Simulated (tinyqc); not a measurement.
Kinetics of strain relaxation and threading dislocations in mismatched semiconductor layers: one step, computed by the program tinyqc. Command: `OMP_NUM_THREADS=1 python tinyqc.py 3031343 3031344 out.jsonl threading walk`. One thread of a shared host (Intel(R) Xeon(R) Processor @ 2.30GHz), about 0.01 s of CPU time with the checks.

60-degree dislocations on {111} planes of a (001) layer, isotropic elasticity. The Schmid factor is 1/sqrt(6), and a misfit segment relieves strain with b/2.

Problem. Relaxation in the anneal. Excess resolved stress tau = (1/sqrt 6) [2 G (1 + nu)/(1 - nu)] (e - e_eq), e_eq = b (1 - nu/4) [ln(h/b) + 1]/(4 pi (1 + nu) h), the Matthews-Blakeslee strain of an uncapped layer; glide velocity v = v0 tau exp(-Q/(k_B T)), tau in MPa. Threads run in two directions, so de/dt = -(b/4) rho v, with rho fixed. With x = e - e_eq, x0 = f - e_eq (fully strained at t = 0) and v = m S x (m the mobility, S x = tau): x = x0 exp(-t/t_r), t_r = 4/(b rho_0 m S). The half time is that at which x = x0/2.

Inputs (values chosen for the exercise, for a model layer):

| quantity | value | unit |
|---|---|---|
| misfit f | 0.0142 | - |
| shear modulus G | 45.1 | GPa |
| Poisson ratio nu | 0.32 | - |
| Burgers vector b | 4.05 | angstrom |
| anneal temperature T | 596 | K |
| anneal time t | 460 | s |
| initial thread density rho_0 | 55000 | 1/cm^2 |
| multiplication constant delta | 4000 | 1/m |

Sources: fixed density of threads.

mobility v/tau = 3.861584e-07 m/s per MPa

equilibrium strain e_eq = 0.002185027

Give: strain left e; share of the excess strain relieved; thread density; half time.

Solution.

strain left e = 0.008109

share of the excess strain relieved = 50.69 %

thread density = 55000 1/cm^2

half time = 450.9 s

Relaxation is under way. The misfit lines laid down are 0.033 micrometre apart. Caution: blocking of threads by crossing misfit lines, left out here, leaves real layers with more strain.
